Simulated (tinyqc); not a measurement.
Rapid thermal processing of a wafer: radiative balance, ramp and cooling, pattern effects, pyrometer error and spike budget. From holding power q back to process temperature. Computed by tinyqc, a small Python program. Command: `OMP_NUM_THREADS=1 python tinyqc.py 3110999 3111000 out.jsonl rtp inv`. One thread of a shared host (Intel(R) Xeon(R) Processor @ 2.30GHz), about 0.05 s of CPU time with the checks.

The wafer is opaque and uniform through its thickness unless said otherwise; temperatures in formulas are in kelvin (C + 273.15). sigma = 5.670374419e-12 W/(cm^2 K^4).

Inputs (values chosen for the exercise, modelled on a hot silicon wafer):

| quantity | value | unit |
|---|---|---|
| wafer thickness d | 725 | micrometre |
| heat capacity per volume C | 2.1 | J/(cm^3 K) |
| thermal conductivity k | 0.3 | W/(cm K) |
| emissivity eps of each face | 0.7 | - |
| reflectivity of the chamber walls r | 0.48 | - |
| gas heat-transfer coefficient h, both faces together | 0.52 | mW/(cm^2 K) |
| wall temperature T_w | 700 | K |
| ramp rate | 350 | K/s |

Method. Effective emissivity between parallel grey plates: eps_eff = 1/(1/eps + 1/(1 - r) - 1). Loss per area q(T) = 2 eps_eff sigma (T^4 - T_w^4) + h (T - T_w). Absorbed power during a ramp = q(T) + C d x ramp rate; thermal time constant tau = C d/(dq/dT), dq/dT = 8 eps_eff sigma T^3 + h; natural cooling rate q/(C d); front-to-back difference under one-sided heating at the end of the ramp = (absorbed power) d/(2 k).

Problem. A run gave the result below. Find the process temperature, known to lie between 620 and 990 C.

holding power q = 2.726276 W/cm^2

Solution.

Each step takes the trial c = (a f_b - b f_a)/(f_b - f_a), f being the result less the target and a, b, c the logarithms of the listed values; c replaces end b, the old b replaces a if the sign of f changed, and otherwise f_a is halved.

Scan of the range:

| process temperature (C) | holding power q (W/cm^2) |
|---|---|
| 620 | 2.0114 |
| 670 | 2.7844 |
| 725 | 3.7840 |
| 783 | 5.0276 |
| 847 | 6.6529 |
| 916 | 8.7396 |
| 990 | 11.4119 |

False position (Illinois rule, in the logarithm of the input) inside the bracket:

| step | end a | end b | trial | holding power q (W/cm^2) |
|---|---|---|---|---|
| 1 | 620.000 | 670.000 | 666.103 | 2.71972 |
| 2 | 670.000 | 666.103 | 666.497 | 2.72622 |
| 3 | 670.000 | 666.497 | 666.503 | 2.72633 |
| 4 | 666.497 | 666.503 | 666.500 | 2.72628 |

Holding power q rises at every point of a 13-point scan of the range (every second point is shown), so one value fits; it is bracketed by 620 and 670. Answer: process temperature = 666.5 C.
